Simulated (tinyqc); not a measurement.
One-electron ion in a basis of Gaussians, step by step. One step of it, computed by the program tinyqc.

Problem. Matrices over normalised Gaussians. With p = a_i + a_j and I(k) = Gamma((k+1)/2) / (2 p^((k+1)/2)): S = I(2l+2), T = (2l+3) a_i a_j S / p, V = -Z I(2l+1), each divided by sqrt(S_ii S_jj).

exponents of r^l exp(-a r^2) (1/bohr^2): 0.161400  0.365200  0.826500  1.870000  4.233000

Z = 4

l = 1

Give: S; T; V.

Solution.

S, lower triangle:
```
        1       2       3       4       5
1  1.0000
2  0.8164  1.0000
3  0.4701  0.8163  1.0000
4  0.2152  0.4702  0.8164  1.0000
5  0.0868  0.2151  0.4701  0.8163  1.0000
```

T (hartree), lower triangle:
```
        1       2       3       4        5
1  0.4035
2  0.4569  0.9130
3  0.3174  1.0338  2.0663
4  0.1598  0.7182  2.3398  4.6750
5  0.0675  0.3615  1.6253  5.2935  10.5825
```

V (hartree), lower triangle:
```
         1        2        3        4        5
1  -1.7096
2  -1.7827  -2.5716
3  -1.4061  -2.6815  -3.8687
4  -0.9228  -2.1151  -4.0342  -5.8192
5  -0.5475  -1.3877  -3.1816  -6.0677  -8.7551
```
